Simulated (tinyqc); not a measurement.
Optical transitions of a finite quantum well: sweeps and comparisons. A value that a table varies takes the place of the one given here.

Each carrier sees a square well of width L with its own depth V and masses m (inside), mb (outside); c = hbar^2/2m0, k = sqrt(m E/c), kappa = sqrt(mb (V - E)/c), and level n solves k L + 2 atan[(k/m)/(kappa/mb)] = n pi. The envelope is cos(kz) for odd n and sin(kz) for even n inside, joins exp(-kappa (|z| - L/2)) outside, and is normalised to 1. Excitons and band mixing are left out.

Constants: hbar^2/2m0 = 3.80998211 eV angstrom^2; e^2/(4 pi eps0) = 14.39964547 eV angstrom; hc = 1239.841984 eV nm.

Parameters, chosen for this exercise (near those of a GaAs well in AlGaAs; shifted at random, so the results belong to these values and not to a real crystal):

| symbol | value | unit | meaning |
|---|---|---|---|
| L | 58 | angstrom | well width |
| Vc | 0.259 | eV | conduction offset |
| me | 0.0686 | m0 | electron, well |
| meb | 0.0936 | m0 | electron, barrier |
| eps | 11.2 |  | background dielectric constant |
| Nss | (0.03, 0.075, 0.15, 0.3, 0.45, 0.6, 0.9) | x 1e12/cm^2 | sheet densities |
| Eg | 1.527 | eV | gap of the well |
| Vv | 0.138 | eV | valence offset |
| mh | 0.363 | m0 | heavy hole along z, well |
| mhb | 0.383 | m0 | heavy hole, barrier |
| ml | 0.089 | m0 | light hole along z, well |
| mlb | 0.1081 | m0 | light hole, barrier |
| Ls | (29, 39, 49, 58, 82, 114, 143) | angstrom | widths |

## Depolarisation shift

The collective line lies at E12 sqrt(1 + a), a = 8 pi q (n1 - n2) S/(eps E12), q = e^2/(4 pi eps0), S = integral over z of (integral up to z of psi_1 psi_2)^2. Zero temperature with the mass me in both subbands: n1 - n2 = Ns until Ns reaches D E12, D = me/(2 pi c), and D E12 beyond. 1e12/cm^2 = 1e-4/angstrom^2; exchange and the static band bending by the charge are left out.

Line position:

| Ns (1e12/cm^2) | n1 - n2 | a | line (meV) | shift (meV) |
|---|---|---|---|---|
| 0.030 | 0.030 | 0.0027 | 166.46 | 0.22 |
| 0.075 | 0.075 | 0.0067 | 166.80 | 0.56 |
| 0.15 | 0.150 | 0.0135 | 167.35 | 1.11 |
| 0.30 | 0.300 | 0.0269 | 168.46 | 2.22 |
| 0.45 | 0.450 | 0.0404 | 169.56 | 3.32 |
| 0.60 | 0.600 | 0.0538 | 170.65 | 4.42 |
| 0.90 | 0.900 | 0.0808 | 172.82 | 6.58 |

S = 4.616 angstrom
E12 = 166.24 meV

How do the results move?

The upward shift grows from 0.22 to 6.58 meV, 4.0 % of E12 at most. For small a the shift is a E12/2, linear in Ns; in the last row that rule gives 6.71 meV. S/L = 0.0796, against 5/(9 pi^2) = 0.0563 for hard walls.

## Width of the well

Edge wavelength hc/(Eg + e1 + hh1), squared e1-hh1 overlap, lh1 - hh1, and the 1-2 intersubband energy with f_12 = (m1/c) E12 z_12^2, 1/m1 = <1|1/m|1> (dash: e2 unbound).

Results:

| L (angstrom) | edge (nm) | overlap^2 | lh1 - hh1 (meV) | E12 (meV) | f_12 |
|---|---|---|---|---|---|
| 29 | 728.1 | 0.9453 | 37.7 | - | - |
| 39 | 747.9 | 0.9587 | 34.2 | - | - |
| 49 | 761.7 | 0.9674 | 29.7 | 178.1 | 0.541 |
| 58 | 770.8 | 0.9730 | 25.9 | 166.2 | 0.922 |
| 82 | 785.8 | 0.9823 | 18.2 | 116.1 | 0.984 |
| 114 | 795.9 | 0.9887 | 12.0 | 73.6 | 0.974 |
| 143 | 800.7 | 0.9919 | 8.7 | 51.9 | 0.968 |

What can be read from the table?

The edge tunes from 728 to 801 nm, towards hc/Eg = 812 nm, while the overlap goes from 0.945 to 0.992. e2 binds at L = pi sqrt(c/(me Vc)) = 46.0 angstrom; f_12 starts from zero there and is 0.541 at 49 angstrom, the rest going to the continuum; among the widths listed it peaks at 0.984 (82 angstrom) and is 0.968 in the widest well, against 0.961 for hard walls.

## What each parameter does

Edge wavelength hc/(Eg + e1 + hh1), squared overlap of e1 and hh1, and the confinement energies. Each row changes one parameter from the base and keeps the others.

Results:

| case | edge (nm) | overlap^2 | e1 (meV) | hh1 (meV) |
|---|---|---|---|---|
| base | 770.8 | 0.9730 | 63.7 | 17.8 |
| L = 52 angstrom | 765.0 | 0.9695 | 72.7 | 20.9 |
| Eg = 1.558 eV | 756.2 | 0.9730 | 63.7 | 17.8 |
| Vc = 0.298 eV | 769.1 | 0.9805 | 67.2 | 17.8 |
| Vv = 0.166 eV | 770.4 | 0.9648 | 63.7 | 18.6 |
| me = 0.0755 m0 | 771.8 | 0.9778 | 61.7 | 17.8 |
| mh = 0.417 m0 | 771.4 | 0.9661 | 63.7 | 16.5 |
| meb = 0.1123 m0 | 772.4 | 0.9741 | 60.4 | 17.8 |

What can be read from the table?

The largest shifts from the base row, up to three for each result and ties (the steps differ in size, so this ranks the rows, not the parameters). edge (nm): Eg -14.6, L -5.7, Vc -1.6, meb +1.6. overlap^2: Vv -0.0082, Vc +0.0075, mh -0.0070; unchanged at the printed digits by Eg. e1 (meV): L +8.9, Vc +3.4, meb -3.3; unchanged at the printed digits by Eg, Vv and mh. hh1 (meV): L +3.1, mh -1.3, Vv +0.8; unchanged at the printed digits by Eg, Vc, me and meb.

Run: tinyqc, `OMP_NUM_THREADS=1 python tinyqc.py 1280899 1280900 out.jsonl`; Intel(R) Xeon(R) Processor @ 2.30GHz, one thread, shared host; about 0.1 s of CPU time with all checks.
